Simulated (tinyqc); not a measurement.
Silicon n-p-n transistor, Gummel numbers and transit times: one step of the calculation.

One-dimensional n-p-n transistor in the forward active mode at low injection. In the base p(x) = NB exp(-eta x/wb) and ni(x)^2 = ni^2 exp((g0 + g1 x/wb)/Vt); electrons leave the base at vsat; band spikes at the emitter junction and recombination inside the emitter are ignored.

Problem. Gain, Early voltage and collector delay. ni = sqrt(Nc Nv) exp(-Eg/(2 Vt)), Eg in volts; GE = NE exp(-gE/Vt)(we/Dp + 1/Se); JC = J0 exp(VBE/Vt), J0 = q ni^2/GB; gain limited by back injection GE/GB, by base recombination tb/tauB, together 1/beta = the sum of the inverses; collector layer one-sided, Wc = sqrt(2 eps0 eps_r (Vbc + VCB)/(q NC)), Vbc = Vt ln(p(wb) NC/ni^2), Cjc = eps0 eps_r/Wc; Early voltage VA = GB q p(wb)/(f(wb) Cjc [1/Dn - (eta + g1/Vt)/(wb vsat)]), f(wb) = p(wb) exp(-(g0 + g1)/Vt), p(wb) = NB exp(-eta); tauC = Wc/(2 vsat).

Values chosen for this exercise; band and dielectric values close to those of silicon: temperature T = 300 K; band gap Eg = 1.14 eV; relative permittivity eps_r = 11.8; conduction-band density of states at T Nc = 2.85e19 cm^-3; valence-band density of states at T Nv = 2.66e19 cm^-3; saturation velocity vsat = 1e7 cm/s; neutral base width wb = 290 nm; base doping at the emitter edge NB = 2.5e18 cm^-3; doping falls as exp(-eta x/wb) eta = 1.1; gap reduction at the emitter edge of the base g0 = 0 eV; further gap reduction across the base (linear) g1 = 0 eV; electron diffusion coefficient in the base Dn = 9.6 cm^2/s; emitter doping NE = 4e19 cm^-3; gap reduction in the emitter (negative: wider gap) gE = 0.092 eV; neutral emitter width we = 52 nm; hole diffusion coefficient in the emitter Dp = 1.2 cm^2/s; recombination velocity at the emitter contact Se = 1e6 cm/s; electron lifetime in the base tb = 1e-7 s; collector doping NC = 1.4e16 cm^-3; collector-base reverse bias VCB = 1.1 V.

Constants: q = 1.602176634e-19 C, kB = 1.380649e-23 J/K, Vt = kB T/q, eps0 = 8.8541878128e-14 F/cm where lengths are in cm. Results are converted to the units shown.

GB = 4.6672278e12 s/cm^4
tauB = 33.086021 ps

Give: ni; GE; J0; GE/GB; tb/tauB; beta; Wc; Cjc; VA; tauC.

Solution.

ni = 7.3162e9 cm^-3
GE = 6.0747e12 s/cm^4
J0 = 1.8375e-12 A/cm^2
GE/GB = 1.3016
tb/tauB = 3022.4
beta = 1.3010
Wc = 426.59 nm
Cjc = 0.24492 fF/um^2
VA = 304.18 V
tauC = 2.1330 ps

The gain is limited more by back injection into the emitter. beta VA = 396 V.

Range of the model: Heavy doping makes emitter or base degenerate; gE and g0 are to be read as apparent gap changes that include this.

tinyqc, about 0.01 s, one thread, Intel Xeon 2.30GHz (shared host): `OMP_NUM_THREADS=1 python tinyqc.py 2320115 2320116 out.jsonl`
